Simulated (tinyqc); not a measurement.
Sheet resistance of a shallow doped layer with concentration-dependent mobility and limited activation: one step, computed by the program tinyqc. Command: `OMP_NUM_THREADS=1 python tinyqc.py 3010844 3010845 out.jsonl irvin walk`. One thread of a shared host (Intel(R) Xeon(R) Processor @ 2.30GHz), about 0.02 s of CPU time with the checks.

A layer of one dopant lies in a background of the opposite type. Current flows parallel to the surface down to the junction; depletion is ignored.

Question. Sheet resistance. C(x) = C_s exp(-x^2/(2 l^2)). Active density N = min(C, C_a); carriers n = N - C_B; mobility mu = mu_min + (mu_max - mu_min)/(1 + ((N + C_B)/N_r)^alpha). Integrals from 0 to x_j, where C = C_B (Gauss-Legendre, 60 points on each smooth piece; 1 nm = 1e-7 cm): dose int C dx, carriers int n dx, mean mobility int n mu dx/int n dx, R_s = 1/(e int n mu dx).

Inputs (values chosen for the exercise, modelled on arsenic in silicon):

| quantity | value | unit |
|---|---|---|
| surface concentration C_s | 5.6e+20 | 1/cm^3 |
| length l | 17 | nm |
| background C_B | 7.5e+15 | 1/cm^3 |
| mobility floor mu_min | 50.9 | cm^2/(V s) |
| mobility mu_max | 1420 | cm^2/(V s) |
| reference density N_r | 9.74e+16 | 1/cm^3 |
| exponent alpha | 0.68 | - |
| anneal temperature T | 1050 | C |

Profile: Gaussian.

active limit C_a = 3.357927e+20 1/cm^3

Constants: e = 1.602176634e-19 C.

Give: chemical dose; sheet carrier density; mean mobility; sheet resistance R_s; carriers per dopant atom; product R_s x_j.

Answer.

chemical dose = 1.193e+15 1/cm^2

sheet carrier density = 9.493e+14 1/cm^2

mean mobility = 58.66 cm^2/(V s)

sheet resistance R_s = 112.1 ohm/square

carriers per dopant atom = 0.7957

product R_s x_j = 9026 ohm nm

Caution: above about 2e20 per cm^3 measured mobilities fall further than this form.
